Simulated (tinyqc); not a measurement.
Inside a calculation. Model: van der Pauw, Hall and four-point-probe measurements on a doped layer.

Computed by the program tinyqc: `OMP_NUM_THREADS=1 python tinyqc.py 2850120 2850121 out.jsonl`, one thread of a shared Intel Xeon 2.30GHz, about 0.01 s for the whole run. Printed values are rounded.

A uniform n-type layer with sheet resistance Rs = 1/(q ns mu), point contacts, low field (mu B small).

Parameters, values chosen for the exercise: sheet density of the layer ns = 2.1e12 cm^-2; drift mobility mu = 710 cm^2/(V s); Hall factor rH = 1; magnetic field B = 0.55 T; current I = 1000 uA; side ratio a/b of a rectangular sample with corner contacts ar = 1.73; thickness of the layer t = 20 nm.

Constants: q = 1.602176634e-19 C. Results are converted to the units shown.

## Resistances and Hall voltage

Rs = 1/(q ns mu). For a rectangle with contacts at the corners, RA = (8 Rs/pi) sum_(k>=0) ln coth((2k + 1) pi a/(2 b)) with current along a short side b and voltage along the opposite one, RB the same with a and b exchanged; Hall voltage VH = rH B I/(q ns), negative for electrons.

Rs = 4186.12 ohm/square
RA = 92.9869 ohm
RB = 3593.75 ohm
VH = -163.468 mV

RB/RA = 38.6; for a square both equal Rs ln 2/pi = 924 ohm.

## Starting value

z = 2 ln 2/(pi (RA + RB)), exact for RA = RB.

z at the start = 0.119692 mS

## Iteration 1: new z

The van der Pauw equation exp(-pi RA z) + exp(-pi RB z) = 1 is solved for z = 1/Rs: e1 = exp(-pi RA z), e2 = exp(-pi RB z), f = e1 + e2 - 1, f' = -pi (RA e1 + RB e2), z(new) = z - f/f'.

e1 = 0.965639
e2 = 0.258896
f = 0.224535
f' = -3.20505 kohm
z after iteration 1 = 0.189748 mS

## Iteration 2: new z

As before.

e1 = 0.946078
e2 = 0.117387
f = 0.0634651
f' = -1.60169 kohm
z after iteration 2 = 0.229372 mS

## Iteration 3: new z

As before.

e1 = 0.935190
e2 = 0.0750476
f = 0.0102374
f' = -1.12049 kohm
z after iteration 3 = 0.238509 mS

## Course of the iteration

Stop when the step is below 1e-10 mS, or after 40 iterations.

Course of the iteration:
```
iteration	z before the step (mS)	step (mS)
1	0.119692	0.0701
2	0.189748	0.0396
3	0.229372	9.14e-3
4	0.238509	3.75e-4
5	0.238884	5.93e-7
6	0.238885	1.48e-12
```

Converged in 6 iterations.

## Sheet density, mobility and bulk values

converged z = 0.238885 mS

Rs = 1/z; Hall sheet density B I/(q |VH|); Hall mobility |VH|/(Rs B I); true values ns = rH times the Hall density, mu = Hall mobility/rH; bulk density ns/t, resistivity Rs t; correction factor F = Rs/[(pi/ln 2)(RA + RB)/2].

Rs = 4186.12 ohm/square
Hall sheet density = 2.1e12 cm^-2
Hall mobility = 710 cm^2/(V s)
ns = 2.1e12 cm^-2
mu = 710 cm^2/(V s)
bulk density = 1.05e18 cm^-3
resistivity = 0.00837225 ohm cm
F = 0.501043

Taking the mean of RA and RB without F would overstate Rs by 100 %.
